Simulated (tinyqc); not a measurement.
Undoped gate-all-around wire MOSFET, analytic charge model: effect of the wire radius.

An undoped round wire of radius R under an insulator shell and a surrounding gate; long channel, electrons only, n = ni exp((psi - V)/Vt) with V the quasi-Fermi potential (0 at the source, Vd at the drain), constant mobility, no quantisation. The radial Poisson equation gives n(r) = n(0)/(1 - (1 - b) r^2/R^2)^2 with b = Q0/(Q + Q0). Q is the electron charge per area of the wire surface.

ni = sqrt(Nc Nv) exp(-Eg/(2 Vt)), Eg in volts; Cox = eps0 eox/(R ln(1 + tox/R)); Q0 = 4 eps0 eps_r Vt/R; V0 = dphi + Vt ln[8 eps0 eps_r Vt/(q ni R^2)]. Q solves Vg - V0 - V = Q/Cox + Vt ln(Q/Q0) + Vt ln(1 + Q/Q0). I = mu (2 pi R/L)[2 Vt (Qs - Qd) + (Qs^2 - Qd^2)/(2 Cox) + Vt Q0 ln((Qd + Q0)/(Qs + Q0))], with Qs at V = 0 and Qd at V = Vd.  I(low) is taken at Vg = 0.31 V, Qs and I(high) at Vg = 1.06 V.

Parameters, values chosen for the exercise; material values those of a made-up semiconductor:
- T = 300 K (temperature)
- Eg = 0.731 eV (band gap)
- eps_r = 17.6 (relative permittivity of the semiconductor)
- Nc = 1.11e19 cm^-3 (conduction-band density of states at T)
- Nv = 7.78e18 cm^-3 (valence-band density of states at T)
- eox = 9.26 (relative permittivity of the gate insulator)
- tox = 3.4 nm (insulator thickness)
- dphi = 0.21 V (gate work function less that of the intrinsic body)
- mu = 200 cm^2/(V s) (channel mobility)
- L = 1 um (gate length)
- Vd = 0.1 V (drain voltage)

Constants: q = 1.602176634e-19 C, kB = 1.380649e-23 J/K, Vt = kB T/q, eps0 = 8.8541878128e-14 F/cm where lengths are in cm. Results are converted to the units shown.

Result of one run:
```
V0 (V),I(low) (nA),Qs(high) (nC/cm^2),I(high) (uA)
0.51497,0.018456,1126.8,1.9000
```

Which wire radius R gave this result: 2, 3.9, 7.7, 11 or 15 nm?

R = 15 nm.

The whole series:
```
R (nm),V0 (V),I(low) (nA),Qs(high) (nC/cm^2),I(high) (uA)
2,0.61915,3.2825e-4,1626.7,0.36241
2.8,0.60176,6.4336e-4,1477.1,0.46183
3.9,0.58462,0.0012481,1364.1,0.59522
5.5,0.56685,0.0024822,1275.3,0.78606
7.7,0.54945,0.0048648,1210.3,1.0457
11,0.53101,0.0099269,1159.4,1.4327
15,0.51497,0.018456,1126.8,1.9000
```

As R goes from 2 to 15 nm, I(low) rises from 3.28e-4 to 0.0185 nA and I(high) rises from 0.362 to 1.90 uA. On average I(low) goes as R^(2.00) and I(high) goes as R^(0.82). Below threshold the charge is proportional to the cross-section of the body; above it the insulator sets the charge. In every row the surface density at the source at the higher gate voltage passes 0.3 Nc, where Boltzmann statistics fail. For R = 2 to 5.5 nm the body is thin enough for quantum confinement, left out here, to raise the threshold.

tinyqc, about 0.02 s, one thread, Intel Xeon 2.30GHz (shared host): `OMP_NUM_THREADS=1 python tinyqc.py 2460054 2460055 out.jsonl`
